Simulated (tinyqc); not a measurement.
Implant damage, amorphisation by cascade overlap, and solid-phase epitaxial regrowth: one step, computed by the program tinyqc. Command: `OMP_NUM_THREADS=1 python tinyqc.py 3111984 3111985 out.jsonl sper walk`. One thread of a shared host (Intel(R) Xeon(R) Processor @ 2.30GHz), about 0.01 s of CPU time with the checks.

Range and width of the damage are inputs. Dynamic annealing enters only through the surviving share f.

Task: Damage energy and displacements per ion. Robinson partition: eps = E a M2/(Z1 Z2 (e^2/(4 pi eps_0)) (M1 + M2)), a = 0.8853 a_0/sqrt(Z1^(2/3) + Z2^(2/3)); k = 0.0793 Z1^(2/3) Z2^(1/2) (M1 + M2)^(3/2)/((Z1^(2/3) + Z2^(2/3))^(3/4) M1^(3/2) M2^(1/2)); damage energy T_d = E/(1 + k (eps + 0.40244 eps^(3/4) + 3.4008 eps^(1/6))); displacements nu = 0.8 T_d/(2 E_d).

Inputs (values chosen for the exercise, modelled on silicon ions in silicon):
```
quantity,value,unit
ion Z1,14,-
ion mass M1,28,u
target Z2,14,-
target mass M2,28.09,u
ion energy E,45,keV
displacement energy E_d,14,eV
```

Constants: a_0 = 0.529177210903 angstrom; e^2/(4 pi eps_0) = 14.39964548 eV angstrom.

Give: reduced energy eps; k; damage energy T_d; T_d/E; displacements per ion nu.

Result:

reduced energy eps = 1.098

k = 0.1465

damage energy T_d = 26.01 keV

T_d/E = 0.5780

displacements per ion nu = 743.1

42 % of the energy goes to electrons.
